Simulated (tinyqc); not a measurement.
Bloch-Grueneisen resistivity of a metal: one step, computed by the program tinyqc.

Electrons scatter from a Debye spectrum of phonons (n = 5 for scattering within one band, n = 3 for scattering into a second, heavy band) and from static defects.

Problem. Total resistivity and derived numbers. J_n(y) = int_0^y x^n e^x/(e^x - 1)^2 dx, by 96 Gauss-Legendre points (upper limit at most 60). rho_ph = (n - 1) rho_1 (T/Theta)^n J_n(Theta/T), with rho_1 = 2 pi lambda_tr k_B Theta/(hbar eps_0 w_p^2), the high-temperature line at T = Theta. Matthiessen's rule: rho = rho_0 + rho_ph. Temperature coefficient (1/rho) d rho/dT by a central difference of +/- 0.5 K; residual ratio rho(295 K)/rho(4.2 K); scattering time tau = 1/(eps_0 w_p^2 rho); Wiedemann-Franz kappa = L_0 T/rho, L_0 = (pi^2/3)(k_B/e)^2.

Inputs (values chosen for the exercise, modelled on iridium):
```
quantity                       value         unit
exponent n                         5            -
Debye temperature Theta          287            K
transport coupling lambda_tr    0.36            -
Drude plasma energy hbar w_p       9           eV
residual resistivity rho_0    0.0089  microohm cm
temperature T                    295            K
```

Addition: none.

Constants: k_B = 1.380649e-23 J/K; hbar = 1.054571817e-34 J s; eps_0 = 8.8541878128e-12 F/m; hbar = 6.582119569e-16 eV s; k_B = 8.617333262e-05 eV/K.

Give: resistivity rho; temperature coefficient; residual resistance ratio; scattering time; Wiedemann-Franz conductivity.

Solution.

resistivity rho = 5.018 microohm cm

temperature coefficient = 3.733 1e-3/K

residual resistance ratio = 563.7

scattering time = 12.04 fs

Wiedemann-Franz conductivity = 143.6 W/(m K)

The coefficient is 1.10 times 1/T; it exceeds 1/T because the phonon part, extended linearly, meets zero above T = 0.
